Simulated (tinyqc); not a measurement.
On-chip interconnect, size-dependent resistivity and RC delay: two steps of the calculation.

A rectangular line between two neighbours and two ground planes. Surface and grain-boundary scattering are added to the bulk resistivity as corrections; capacitances are parallel-plate values without fringing; inductance is ignored.

Values chosen for this exercise; metal values close to those of copper:
```
symbol  value     unit                                             meaning
rho0     1.65  uohm cm                                    bulk resistivity
lam      40.4       nm                                 bulk mean free path
ps          0                         specular share of surface scattering
Rg       0.44                   reflection coefficient of grain boundaries
gr        0.7                              grain size over the metal width
wd         16       nm                                    drawn line width
AR          2                              aspect ratio, height over width
tl        1.7       nm  liner on both walls and the bottom, not conducting
sp         16       nm                     space to the neighbouring lines
hd         23       nm     dielectric height to the planes above and below
ek        2.2                      relative permittivity of the dielectric
Mf          0                              Miller factor of the neighbours
Rd       1500      ohm                                   driver resistance
dt        1.2       ps                                           time step
```

Constants: eps0 = 8.8541878128e-12 F/m. Results are converted to the units shown.

Question 1. Resistivity, resistance and capacitance per length. Metal width x = wd - 2 tl, height y = AR wd - tl; grain boundaries (Mayadas-Shatzkes): al = (lam/(gr x)) Rg/(1 - Rg), g = 1/[1 - 3 al/2 + 3 al^2 - 3 al^3 ln(1 + 1/al)] - 1; surfaces (Fuchs-Sondheimer, thick limit): s = (3/8) lam (1 - ps)(1/x + 1/y); rho = rho0 (1 + g + s); r = rho/(x y); c = eps0 ek (2 wd/hd + 2 Mf AR wd/sp).

Find: x; y; al; g; s; rho; r; c.

Answer 1.

x = 12.60 nm
y = 30.30 nm
al = 3.599
g = 4.857
s = 1.702
rho = 12.47 uohm cm
r = 326.7 ohm/um
c = 0.02710 fF/um

Question 2. Node voltages after a time step. A 1 V step is applied behind Rd at t = 0. C dv/dt = -G v + b, with G the conductance matrix of the ladder (1/Rs between neighbours, 1/Rd added at node 0) and b = (1 V/Rd, 0, ...). Backward Euler step: (C/dt + G) v(new) = (C/dt) v + b.

Rs = 1166.7843 ohm
C, node 0 to 7 (fF): [0.048395561, 0.096791121, 0.096791121, 0.096791121, 0.096791121, 0.096791121, 0.096791121, 0.14139556]
v at t = 0, node 0 to 7 (V): [0, 0, 0, 0, 0, 0, 0, 0]

Wanted: v at t = 1 dt.

Answer 2.

v at t = 1 dt, node 0 to 7 (V): [0.71789, 0.53223, 0.39666, 0.29841, 0.22826, 0.17958, 0.14781, 0.12994]

Range of the model: The metal width is under the mean free path, where the thick-limit surface term and the simple sum of corrections lose accuracy.

Computed by the program tinyqc: `OMP_NUM_THREADS=1 python tinyqc.py 2100077 2100078 out.jsonl`, one thread of a shared Intel Xeon 2.30GHz, about 0.01 s for the whole run.
